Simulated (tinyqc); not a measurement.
# Circular transfer-length structure, step by step

Numbers from tinyqc (`OMP_NUM_THREADS=1 python tinyqc.py 2760005 2760006 out.jsonl`; about 0.01 s on one thread of a shared Intel Xeon 2.30GHz). Printed values are rounded.

A disc contact of radius r0 and a very wide ring contact from r1 = r0 + sp outwards lie on a thin layer; the metal has no resistance and the sheet resistance under the contacts equals Rsh.

Parameters, values chosen for the exercise: sheet resistance of the semiconductor layer Rsh = 23 ohm/sq; specific contact resistivity rc = 2e-5 ohm cm^2; radius of the inner contact r0 = 48 um; gap between the contacts sp = 24 um.

## The three parts of the resistance

Transfer length Lt = sqrt(rc/Rsh). R = (Rsh/2 pi) [(Lt/r0) I0(r0/Lt)/I1(r0/Lt) + ln(r1/r0) + (Lt/r1) K0(r1/Lt)/K1(r1/Lt)] with modified Bessel functions; for r0 >> Lt both ratios tend to 1.

Lt = 9.325048 um
I0/I1 = 1.115209
K0/K1 = 0.9408326
inner contact = 0.7930744 ohm
gap = 1.484231 ohm
outer contact = 0.4460452 ohm
R = 2.723350 ohm

The contacts make up 45.5 % of R.

## The large-radius form

Transfer length Lt = sqrt(rc/Rsh). R = (Rsh/2 pi) [(Lt/r0) I0(r0/Lt)/I1(r0/Lt) + ln(r1/r0) + (Lt/r1) K0(r1/Lt)/K1(r1/Lt)] with modified Bessel functions; for r0 >> Lt both ratios tend to 1. Large radius: R = (Rsh/2 pi) [Lt (1/r0 + 1/r1) + ln(r1/r0)], and linearised for sp << r0: Rsh (sp + 2 Lt)/(2 pi r0).

large-radius R = 2.669472 ohm
linearised R = 3.252571 ohm

Against the Bessel form the first is 2.0 % below it and the second 19 % above it.
